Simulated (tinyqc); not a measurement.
UHF in the 6-31g basis, for H4, spin multiplicity 3, step by step (part 3 of 3). Computed by tinyqc, a small Python program that keeps every step (integrals from PySCF). Command: `OMP_NUM_THREADS=1 python tinyqc.py 21253 21254 out.jsonl` (the two numbers bound the seeds that draw the settings). One thread of a shared host (Intel(R) Xeon(R) Processor @ 2.60GHz), about 0.2 s of CPU time with the checks.

Geometry (angstrom):
```
atom,x,y,z
H,0.000000,0.000000,0.000000
H,0.000000,0.000000,1.449000
H,0.000000,0.000000,2.274000
H,0.000000,0.000000,3.723000
```

## Iteration 31 (converged): orbitals

converged F(alpha) (hartree), lower triangle:
```
,1H 1s,1H 2s,2H 1s,2H 2s,3H 1s,3H 2s,4H 1s,4H 2s
1H 1s,-0.161269
1H 2s,-0.567774,-0.393019
2H 1s,-0.142848,-0.237562,-0.038537
2H 2s,-0.278129,-0.287068,-0.520370,-0.424569
3H 1s,0.000781,-0.111244,-0.525500,-0.491927,-0.038537
3H 2s,-0.085527,-0.164545,-0.491927,-0.409620,-0.520370,-0.424569
4H 1s,-0.001605,-0.001433,0.000781,-0.085527,-0.142848,-0.278129,-0.161269
4H 2s,-0.001433,-0.024248,-0.111244,-0.164545,-0.237562,-0.287068,-0.567774,-0.393019
```

converged F(beta) (hartree), lower triangle:
```
,1H 1s,1H 2s,2H 1s,2H 2s,3H 1s,3H 2s,4H 1s,4H 2s
1H 1s,0.502938
1H 2s,-0.065439,0.032773
2H 1s,-0.119390,-0.212224,0.022152
2H 2s,-0.119219,-0.153020,-0.480363,-0.358577
3H 1s,-0.038874,-0.149338,-0.497823,-0.478001,0.022152
3H 2s,-0.076745,-0.163630,-0.478001,-0.387233,-0.480363,-0.358577
4H 1s,-0.003972,-0.013235,-0.038874,-0.076745,-0.119390,-0.119219,0.502938
4H 2s,-0.013235,-0.046286,-0.149338,-0.163630,-0.212224,-0.153020,-0.065439,0.032773
```

X:
```
,1,2,3,4,5,6,7,8
1H 1s,0.146839,-0.657842,-0.804259,0.551737,-0.346122,0.420074,0.350383,0.093268
1H 2s,-1.059538,1.055702,0.822531,-0.296945,0.053418,0.312562,0.365929,0.157979
2H 1s,-0.670100,0.452397,-0.466374,0.684847,0.780897,-0.282820,0.098412,0.207842
2H 2s,3.193227,-0.705557,0.212037,-0.519616,0.197512,-0.105331,0.125958,0.282686
3H 1s,0.670100,0.452397,0.466374,0.684847,-0.780897,-0.282820,-0.098412,0.207842
3H 2s,-3.193227,-0.705557,-0.212037,-0.519616,-0.197512,-0.105331,-0.125958,0.282686
4H 1s,-0.146839,-0.657842,0.804259,0.551737,0.346122,0.420074,-0.350383,0.093268
4H 2s,1.059538,1.055702,-0.822531,-0.296945,-0.053418,0.312562,-0.365929,0.157979
```

Diagonalise F' = X^T F X, C = X C', fill 3 alpha and 1 beta electrons from the bottom; D(s) = C_occ C_occ^T. Each column has its largest component positive (the first on a tie).

F' = X^T F X (alpha) (hartree), lower triangle:
```
,1,2,3,4,5,6,7,8
1,0.888218
2,0.000000,0.914376
3,0.223376,0.000000,1.039040
4,0.000000,-0.025393,0.000000,0.868975
5,-0.486548,0.000000,-0.085354,0.000000,0.758413
6,0.000000,-0.275736,0.000000,-0.002515,0.000000,-0.352639
7,-0.000317,0.000000,-0.110095,0.000000,0.042416,0.000000,-0.515465
8,0.000000,-0.010138,0.000000,-0.145498,0.000000,-0.015993,0.000000,-0.653022
```

orbital energies (alpha) (hartree): MO1 -0.668161, MO2 -0.524945, MO3 -0.408766, MO4 0.324428, MO5 0.876913, MO6 0.926415, MO7 0.977704, MO8 1.444308

coefficients C (alpha):
```
,MO1,MO2,MO3,MO4,MO5,MO6,MO7,MO8
1H 1s,0.160419,0.300995,0.268937,-0.041707,0.346934,-0.895853,-0.838991,-0.126782
1H 2s,0.171096,0.446802,0.508892,-0.751559,-0.069725,1.024241,1.015987,-0.349848
2H 1s,0.260668,0.051644,-0.200639,0.175777,0.763885,0.120984,0.324253,-1.112575
2H 2s,0.210469,0.056993,-0.265033,2.277877,-0.688638,-0.697043,-0.519669,2.149114
3H 1s,0.260668,-0.051644,-0.200639,-0.175777,0.763885,-0.120984,0.324253,1.112575
3H 2s,0.210469,-0.056993,-0.265033,-2.277877,-0.688638,0.697043,-0.519669,-2.149114
4H 1s,0.160419,-0.300995,0.268937,0.041707,0.346934,0.895853,-0.838991,0.126782
4H 2s,0.171096,-0.446802,0.508892,0.751559,-0.069725,-1.024241,1.015987,0.349848
```

F' = X^T F X (beta) (hartree), lower triangle:
```
,1,2,3,4,5,6,7,8
1,0.933293
2,0.000000,0.983943
3,0.210314,0.000000,1.142658
4,0.000000,-0.069750,0.000000,0.952390
5,-0.475423,0.000000,-0.032405,0.000000,0.849326
6,0.000000,-0.308687,0.000000,0.119687,0.000000,0.204735
7,-0.017822,0.000000,-0.227004,0.000000,-0.103477,0.000000,0.104022
8,0.000000,-0.021027,0.000000,-0.064226,0.000000,0.196210,0.000000,-0.519145
```

orbital energies (beta) (hartree): MO1 -0.576426, MO2 0.039752, MO3 0.138963, MO4 0.400662, MO5 0.908056, MO6 1.116491, MO7 1.151331, MO8 1.472394

coefficients C (beta):
```
,MO1,MO2,MO3,MO4,MO5,MO6,MO7,MO8
1H 1s,0.035338,0.135221,0.141125,-0.016528,0.131145,0.932147,0.940195,-0.153323
1H 2s,0.012457,0.451823,0.696411,-0.905148,0.210937,-0.895268,-0.892019,-0.333159
2H 1s,0.298944,0.094486,-0.107889,0.156804,0.823931,-0.149498,-0.130360,-1.109125
2H 2s,0.294872,0.399241,-0.208613,2.273234,-0.798467,0.628285,0.301328,2.138879
3H 1s,0.298944,-0.094486,-0.107889,-0.156804,0.823931,0.149498,-0.130360,1.109125
3H 2s,0.294872,-0.399241,-0.208613,-2.273234,-0.798467,-0.628285,0.301328,-2.138879
4H 1s,0.035338,-0.135221,0.141125,0.016528,0.131145,-0.932147,0.940195,0.153323
4H 2s,0.012457,-0.451823,0.696411,0.905148,0.210937,0.895268,-0.892019,0.333159
```

D(alpha) after iteration 31, lower triangle:
```
,1H 1s,1H 2s,2H 1s,2H 2s,3H 1s,3H 2s,4H 1s,4H 2s
1H 1s,0.188659
1H 2s,0.298792,0.487877
2H 1s,0.003401,-0.034430,0.110871
2H 2s,-0.020359,-0.073398,0.110982,0.117788
3H 1s,-0.027688,-0.080579,0.105537,0.105095,0.110871
3H 2s,-0.054668,-0.124327,0.105095,0.111292,0.110982,0.117788
4H 1s,0.007463,0.029822,-0.027688,-0.054668,0.003401,-0.020359,0.188659
4H 2s,0.029822,0.088613,-0.080579,-0.124327,-0.034430,-0.073398,0.298792,0.487877
```

D(beta) after iteration 31, lower triangle:
```
,1H 1s,1H 2s,2H 1s,2H 2s,3H 1s,3H 2s,4H 1s,4H 2s
1H 1s,0.001249
1H 2s,0.000440,0.000155
2H 1s,0.010564,0.003724,0.089368
2H 2s,0.010420,0.003673,0.088150,0.086949
3H 1s,0.010564,0.003724,0.089368,0.088150,0.089368
3H 2s,0.010420,0.003673,0.088150,0.086949,0.088150,0.086949
4H 1s,0.001249,0.000440,0.010564,0.010420,0.010564,0.010420,0.001249
4H 2s,0.000440,0.000155,0.003724,0.003673,0.003724,0.003673,0.000440,0.000155
```

## Convergence

Stop when the energy changes by less than 1e-08 hartree and every element of the error matrix X^T (F D S - S D F) X (for each spin) is below 3e-05.

Course of the cycle:
```
iteration,E (hartree),change,largest element of the error matrix
1,2.99380756,-,1.71e-01
2,0.83449751,-2.16e+00,1.02e-01
3,-0.50089017,-1.34e+00,1.21e-01
4,-1.25699930,-7.56e-01,8.35e-02
5,-1.66199989,-4.05e-01,4.20e-02
6,-1.87386650,-2.12e-01,2.11e-02
7,-1.98214531,-1.08e-01,1.06e-02
8,-2.03687360,-5.47e-02,5.29e-03
9,-2.06438476,-2.75e-02,2.65e-03
10,-2.07817711,-1.38e-02,1.32e-03
11,-2.08508245,-6.91e-03,6.62e-04
12,-2.08853742,-3.45e-03,3.31e-04
13,-2.09026547,-1.73e-03,1.66e-04
14,-2.09112965,-8.64e-04,8.28e-05
...,...,...,...
18,-2.09193989,-5.40e-05,5.18e-06
19,-2.09196690,-2.70e-05,2.59e-06
20,-2.09198041,-1.35e-05,1.29e-06
21,-2.09198716,-6.75e-06,6.47e-07
22,-2.09199054,-3.38e-06,3.24e-07
23,-2.09199222,-1.69e-06,1.62e-07
24,-2.09199307,-8.44e-07,8.09e-08
25,-2.09199349,-4.22e-07,4.04e-08
26,-2.09199370,-2.11e-07,2.02e-08
27,-2.09199381,-1.06e-07,1.01e-08
28,-2.09199386,-5.28e-08,5.06e-09
29,-2.09199389,-2.64e-08,2.53e-09
30,-2.09199390,-1.32e-08,1.26e-09
31,-2.09199391,-6.59e-09,6.32e-10
```

PySCF UHF in the same basis, after a stability check = -2.09199391 hartree

Converged in 31 iterations.

## Populations, bond orders and dipole

overlap S, lower triangle:
```
,1H 1s,1H 2s,2H 1s,2H 2s,3H 1s,3H 2s,4H 1s,4H 2s
1H 1s,1.000000
1H 2s,0.658292,1.000000
2H 1s,0.065421,0.245940,1.000000
2H 2s,0.245940,0.546285,0.658292,1.000000
3H 1s,0.001813,0.058542,0.382044,0.478258,1.000000
3H 2s,0.058542,0.225576,0.478258,0.822014,0.658292,1.000000
4H 1s,0.000000,0.001033,0.001813,0.058542,0.065421,0.245940,1.000000
4H 2s,0.001033,0.018473,0.058542,0.225576,0.245940,0.546285,0.658292,1.000000
```

Mulliken: Z minus the diagonal of D S on the atom; Loewdin: the same with S^(1/2) D S^(1/2); Mayer order: 2 sum_s sum (D(s) S)_ij (D(s) S)_ji over the two atoms.

Charges (e):
```
atom,Mulliken,Loewdin,Mulliken spin
1H,0.007903,0.011859,0.972418
2H,-0.007903,-0.011859,0.027582
3H,-0.007903,-0.011859,0.027582
4H,0.007903,0.011859,0.972418
```

Mayer bond orders:
```
pair,order
2-1,0.007826
3-1,0.012926
3-2,0.957577
4-1,0.000568
4-2,0.012926
4-3,0.007826
```

dipole moment about the origin, x y z (debye): 0.000000  0.000000  0.000000

<S^2> of the determinant (pure state: 2) = 2.001079
